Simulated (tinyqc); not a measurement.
Band-to-band tunnelling across a p-n junction in a two-band chain, step by step. Values are carried at full precision from step to step, so a last printed digit may differ when a step is redone from the rounded ones.

Sites alternate A at -Eg/2 and C at +Eg/2 with hopping -t; near the edges, with k counted from the zone boundary pi/a, E^2 = (Eg/2)^2 + (t a k)^2, so t = sqrt(c Eg/m)/a gives the mass m, c = hbar^2/2m0. In the gap cosh(q a) = 1 + (Eg^2/4 - e^2)/(2 t^2), e the energy from the local mid-gap. The potential is V0 = Eg + ov on the p side (left), 0 on the n side, and falls linearly over the 2N sites of the junction, V_j = V0 (1 - j/(2N + 1)), j = 1 to 2N, site 1 being A. E = Eg/2 + x ov. A half chain that ends on a site of level e1 with neighbour e2 has g = (1 + z)/(E - e1), z = exp(-/+ i k a) the root with Im g < 0, cos(k a) = (E - e1)(E - e2)/(2 t^2) - 1. S_L = t^2 g (ending on C, shifted by V0), S_R = t^2 g (starting on A). T = 4 Im(S_L) Im(S_R) |G_(1,2N)|^2.

Constants: hbar^2/2m0 = 3.80998211 eV angstrom^2.

Inputs chosen for the exercise (gap and mass near those of Ge (direct gap); the results hold for these values, not for the real material):
```
symbol  value   unit      meaning
Eg      0.834   eV        gap
m       0.0382  m0        mass of electron and light hole
a       4       angstrom  period (two sites)
ov      0.35    eV        overlap: top of the valence band on the p side above the conduction edge on the n side
N       3                 periods in the small junction
x       0.46              energy above the n-side conduction edge, as a share of ov
```

## Hopping, field and tunnelling length

Form t, V0, E, the field F = V0/((2N + 1) a/2) (1 V/angstrom = 100 MV/cm) and the length Eg/F over which E lies in the gap.

t = 2.2801 eV
V0 = 1.1840 eV
E = 0.5780 eV
F = 8.457 MV/cm
tunnelling length = 9.86 angstrom

So short a junction keeps the matrix small; its field is above the 1 to 3 MV/cm of tunnel diodes.

## Self-energies of the two sides

Form cos(k a) and S for each side.

cos(k a): left -0.981405, right -0.984593

S_L, S_R (eV): -0.09450-0.97548i  0.08050-0.91364i

## Recursive Green function

g_1 = 1/(E - e_1 - S_L); g_j = 1/(E - e_j - t^2 g_(j-1)), with S_R also subtracted at the last site; G_1j = G_1(j-1) (-t) g_j, G_11 = g_1; e_j is the site level plus V_j. The self-energies stand in the order S_L, S_R.

Sweep:
```
j,e_j (eV),g_j (1/eV),G_1j (1/eV)
1,0.5979,0.0780-1.0192i,0.0780-1.0192i
2,1.2627,-0.0373-0.1811i,0.4274-0.0544i
3,0.2596,0.4459-0.8197i,-0.3329+0.8541i
4,0.9244,-0.1055-0.1687i,-0.4086+0.0774i
5,-0.0787,0.5425-0.3948i,0.4358-0.4635i
6,0.5861,-0.1685-0.1719i,0.3491-0.0074i
```

T = 0.4346

## WKB for the same field

T = exp(-2 I/F), I = integral of q de across the gap. Continuum: q = sqrt(Eg^2/4 - e^2)/(t a), I = pi Eg^2/(8 t a). Lattice: q from the cosh formula, 12 Gauss-Legendre points in u with e = (Eg/2) sin(u), u from -pi/2 to pi/2. F in V/angstrom is the value in MV/cm over 100.

I (eV/angstrom): continuum 0.029949, lattice 0.029918

T by WKB: continuum 0.4925, lattice 0.4929

The chain gives 0.4346, 0.882 times the lattice WKB value; the exponent is only 0.71, and reflections at the two kinks of the potential count.

## Checks

- G_(1,2N) from the sweep against inversion of the whole matrix (size): both 0.34915.

tinyqc: `OMP_NUM_THREADS=1 python tinyqc.py 1451545 1451546 out.jsonl`; about 0.01 s, one thread, shared Intel(R) Xeon(R) Processor @ 2.30GHz.
